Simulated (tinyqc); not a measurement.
Pump-down curve: gas flow in a process chamber: flow regimes, conductance, effective pumping speed, pump-down, outgassing and purge. Computed by tinyqc, a small Python program. Command: `OMP_NUM_THREADS=1 python tinyqc.py 3120144 3120145 out.jsonl pump walk`. One thread of a shared host (Intel(R) Xeon(R) Processor @ 2.30GHz), about 0.05 s of CPU time with the checks.

Ideal gas, isothermal flow, a pump of constant speed at the end of a round pipe; process gas, volume gas and outgassing are given the same properties. 1 sccm = 101325 Pa x 1e-6 m^3/60 s x T/273.15 K.

Inputs (values chosen for the exercise, modelled on hydrogen near room temperature):
```
quantity                   value            unit
molar mass M               2.016           g/mol
molecular diameter          0.27              nm
viscosity eta                8.9   micropascal s
temperature T                300               K
chamber volume V              48               L
wall area                   0.64             m^2
pipe diameter d               10              cm
pipe length l                 37              cm
pump speed S                  45             L/s
outgassing rate after 1 h  2e-05  Pa m^3/(s m^2)
outgassing exponent n       0.94               -
starting pressure p0         150              Pa
```

Constants: k_B = 1.380649e-23 J/K; u = 1.6605390666e-27 kg.

Method:
- Mean speed c = sqrt(8 k_B T/(pi m)); aperture conductance C_a = c pi d^2/16; molecular pipe C_m = C_a/(1 + 3 l/(4 d)) (Dushman form); viscous pipe C_v = pi d^4 p_mean/(128 eta l); Knudsen interpolation C = C_v + C_m (1 + x)/(1 + 1.24 x), x = d p_mean sqrt(m/(k_B T))/eta.
- Effective speed 1/S_eff = 1/S + 1/C_m; time constant V/S_eff; pressure at which the free path k_B T/(sqrt2 pi d_m^2 p) equals d.
- Pump-down: V dp/dt = -S_eff(p) p + q(t) A, with S_eff = S p_2/p, where p_2 solves C((p + p_2)/2) (p - p_2) = S p_2 at each moment, and q(t) = q_1 (1 h/(t + 10 s))^n; integrated adaptively. At long times p = q(t) A/S_eff.
- S_eff(p) is tabulated at 260 pressures and interpolated in ln p. Comparison columns: p0 exp(-t/time constant) with the molecular S_eff (0 below 1e-26 p0), and the outgassing limit.

time constant = 1.11866 s

S_eff in molecular flow = 42.9086 L/s

Pressure against time:
```
t (s)       p (Pa)  S_eff (L/s)  volume gas only (Pa)  outgassing limit (Pa)
0.3     1.1326e+02       44.976            1.1472e+02             7.3371e-02
1       5.8819e+01       44.955            6.1357e+01             6.8973e-02
3       9.1184e+00       44.732            1.0266e+01             5.8950e-02
10      5.7652e-02       42.837            1.9670e-02             3.9321e-02
30      2.1090e-02       42.862            3.3825e-10             2.0495e-02
100     8.0006e-03       42.887                     0             7.9192e-03
300     3.0011e-03       42.900                     0             2.9903e-03
1000    9.8631e-04       42.906                     0             9.8521e-04
3600    2.9763e-04       42.908                     0             2.9753e-04
20000   5.9490e-05       42.908                     0             5.9486e-05
100000  1.3109e-05       42.909                     0             1.3108e-05
```

What follows from these numbers?

From t = 30 s on the pressure is within 20 % of the outgassing limit, which falls only as (t + 10 s)^-0.94: walls, not volume, set the time to base pressure.
